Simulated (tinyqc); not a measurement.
# Changing the delay t

Model: time-domain thermoreflectance: layered heat flow under a modulated pulse train, and what the signal ratio measures. Computed by tinyqc, a small Python program. Command: `OMP_NUM_THREADS=1 python tinyqc.py 3113821 3113822 out.jsonl tdtr sweep`. One thread of a shared host (Intel(R) Xeon(R) Processor @ 2.30GHz), about 0.1 s of CPU time with the checks.

Pulses repeat at 80 MHz; heat is laid down at the surface, all layers are isotropic.

Inputs (values chosen for the exercise, modelled on aluminium on germanium):
```
quantity                                value        unit
metal thickness d                          61          nm
metal conductivity                        180     W/(m K)
metal heat capacity                      2.42  MJ/(m^3 K)
boundary conductance G under the metal     41  MW/(m^2 K)
substrate conductivity kappa             57.5     W/(m K)
substrate heat capacity C                1.73  MJ/(m^3 K)
modulation frequency f                     12         MHz
spot radius w (1/e^2, pump and probe)     6.4  micrometre
```

Stack: metal, substrate.

Method:
- For radial wave number k and angular frequency W each layer has u = sqrt(4 pi^2 k^2 + i W C/kappa) and gamma = kappa u. Surface impedance from below: Z = 1/gamma for the substrate; a layer of thickness L maps Z to (Z + tanh(u L)/gamma)/(1 + gamma Z tanh(u L)); a boundary adds 1/G.
- Response per absorbed watt H(W) = 2 pi int_0^(2/w) Z(k, W) exp(-pi^2 k^2 w^2) k dk by 20 Gauss-Legendre points.
- Signal: X + iY = sum_(m = -M..M) H(2 pi (f + m f_r)) exp(i 2 pi m f_r t) exp(-pi (m/M)^2 x 4), f_r = 80 MHz, M = 4000, with H(-W) the complex conjugate of H(W); V_in = X, V_out = Y, ratio = -V_in/V_out.

One run for each value:
```
delay t (ps)  ratio -V_in/V_out  V_in (K/mW)  V_out (K/mW)
80                       7.5887      0.65396      -0.08617
130                      7.3098      0.64473      -0.08820
220                      6.8558      0.62862      -0.09169
380                      6.1719      0.60134      -0.09743
630                      5.3332      0.56167      -0.10532
1100                     4.2302      0.49518      -0.11706
1800                     3.2020      0.41187      -0.12863
3000                     2.2009      0.30181      -0.13713
5000                     1.3420      0.17975      -0.13394
```

Over the rows, ratio -V_in/V_out falls from 7.59 to 1.34 (exponent d ln y / d ln x -0.077 between the first rows and -0.97 between the last); V_in (K/mW) falls from 0.654 to 0.180 (exponent d ln y / d ln x -0.029 between the first rows and -1.0 between the last); V_out (K/mW) goes from -0.0862 through a minimum among these rows, -0.137 at 3000, to -0.134. V_out changes by 55 % over these delays and V_in by 73 %.

Extremes, crossings and ranges named in words are read from the listed rows.
